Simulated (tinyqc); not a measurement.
Inside a calculation. Model: random telegraph noise from one oxide trap in a small MOSFET.

Computed by the program tinyqc: `OMP_NUM_THREADS=1 python tinyqc.py 2710075 2710076 out.jsonl`, one thread of a shared Intel Xeon 2.30GHz, about 0.01 s for the whole run. Printed values are rounded.

An acceptor-like trap exchanges electrons with the channel. Inversion charge Q = Cox u, u = n Vt W0(exp((Vg - VT)/(n Vt))), W0 the Lambert function, n = nf, Cox = eps0 eox/tox; linear regime Id = (W/L) mu Q Vd. Relative to threshold the surface potential rises by Vt ln(u/u0) and the oxide voltage by the rest of Vg - VT, with u0 = n Vt W0(1).

Parameters, values chosen for the exercise; values of the order met in silicon transistors:

| symbol | value | unit | meaning |
|---|---|---|---|
| T | 300 | K | temperature |
| eox | 3.9 |  | relative permittivity of the gate insulator (close to silicon dioxide) |
| tox | 2 | nm | insulator thickness |
| xt | 0.68 | nm | depth of the trap from the channel interface |
| E0 | 0.34 | eV | trap level above the channel Fermi level at threshold |
| s0 | 6e-17 | cm^2 | capture prefactor |
| EB | 0.48 | eV | capture barrier (lattice relaxation) |
| lt | 0.15 | nm | tunnelling decay length |
| vth | 1.2e7 | cm/s | thermal velocity |
| zi | 1.8 | nm | thickness of the inversion layer |
| VT | 0.3 | V | threshold voltage |
| nf | 1.38 |  | body factor |
| W | 42 | nm | gate width |
| L | 73 | nm | gate length |
| mu | 110 | cm^2/(V s) | mobility |
| asc | 1.5e-16 | V s | scattering coefficient of the charged trap |
| Vd | 0.05 | V | drain voltage |
| Vg | 1.15 | V | gate voltage |

Constants: q = 1.602176634e-19 C, kB = 1.380649e-23 J/K, Vt = kB T/q, eps0 = 8.8541878128e-14 F/cm where lengths are in cm. Results are converted to the units shown.

Range of the model: VT is taken as given; short-channel effects and the uneven flow of current among few electrons are left out.

## Trap level, time constants and occupancy

N = Cox u/q; dpsi = Vt ln(u/u0); E = E0 - dpsi - (xt/tox)(Vg - VT - dpsi); capture time tc = 1/[(N/zi) vth s0 exp(-xt/lt - EB/Vt)]; emission time te = tc exp(-E/Vt); occupancy te/(tc + te).

u = 0.741741 V
N = 7.99328e12 cm^-2
dpsi = 0.0931104 V
E = -0.0104529 eV
tc = 0.337025 s
te = 0.504966 s
occupancy = 0.599729

The trap lies 0.40 Vt below the Fermi level, so it is filled most of the time.

## Step height

A = W L; threshold step dV = q (1 - xt/tox)/(Cox A); gm/Id = 1/(u + n Vt); relative step dI/I = (gm/Id) dV + asc mu/A. Id as defined.

electrons in the channel N A = 245.074
dV = 1.99756 mV
gm/Id = 1.28631 1/V
number part of dI/I = 0.256948 %
dI/I = 0.310764 %
Id = 4.05252 uA
dI = 12.5938 nA

## Lorentzian spectrum

Spectrum S(f) = 4 dI^2/{(tc + te)[(1/tc + 1/te)^2 + (2 pi f)^2]}; corner fc = (1/tc + 1/te)/(2 pi); variance dI^2 tc te/(tc + te)^2. Give S at f = 0, at fc and at 10 fc.

fc = 0.787415 Hz
S(0) = 3.07820e-17 A^2/Hz
S(fc) = 1.53910e-17 A^2/Hz
S(10 fc) = 3.04772e-19 A^2/Hz
rms current = 6.17035 nA

The rms value is 0.490 of the step; it reaches its largest share, 1/2, when tc = te.
